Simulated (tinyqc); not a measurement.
One share for all, or one for each: linear model of a band gap against the share of exact exchange.

E(alpha) = E0 + S alpha. A wider gap screens less, modelled in the Penn form eps(alpha) = 1 + (e0 - 1)(EP/(EP + S alpha))^2 with a scale EP chosen for the exercise. A dielectric-dependent hybrid takes alpha = 1/eps.

Errors of the gap (eV) against each target; e0, EP, S and the gaps are values chosen for the exercise.

Results:
```
case        E0 (eV)  S (eV)     e0  EP (eV)  target Et (eV)  alpha needed  error, alpha = 0  error, 0.25  error, self-consistent
like Al2O3     6.04   10.34   3.35     27.7            8.72         0.259             -2.68        -0.10                    0.97
like AlN       4.33    8.10   4.92     22.9            6.12         0.221             -1.79         0.23                    0.07
like Ge        0.08    5.15  17.44      9.1            0.73         0.126             -0.65         0.64                   -0.34
like Si        0.62    4.66  12.29      9.1            1.17         0.118             -0.55         0.61                   -0.14
like GaN       1.86    6.70   5.51     21.3            3.47         0.240             -1.61         0.07                   -0.27
like InP       0.67    5.50  10.27     10.9            1.43         0.138             -0.76         0.61                   -0.17
like MgO       4.85    9.28   3.18     27.7            7.73         0.310             -2.88        -0.56                    0.52
```

What can be read from this table?

Mean absolute errors: 1.56, 0.40 and 0.35 eV for alpha = 0, 0.25 and the self-consistent value. A fixed quarter overshoots for AlN, Ge, Si, GaN and InP and falls short for Al2O3 and MgO; the alpha needed runs between 0.118 and 0.310 and its correlation with 1/e0 over these cases is 0.96.

Program tinyqc; command `OMP_NUM_THREADS=1 python tinyqc.py 1850928 1850929 out.jsonl`; about 0.01 s on one thread of a shared Intel(R) Xeon(R) Processor @ 2.30GHz.
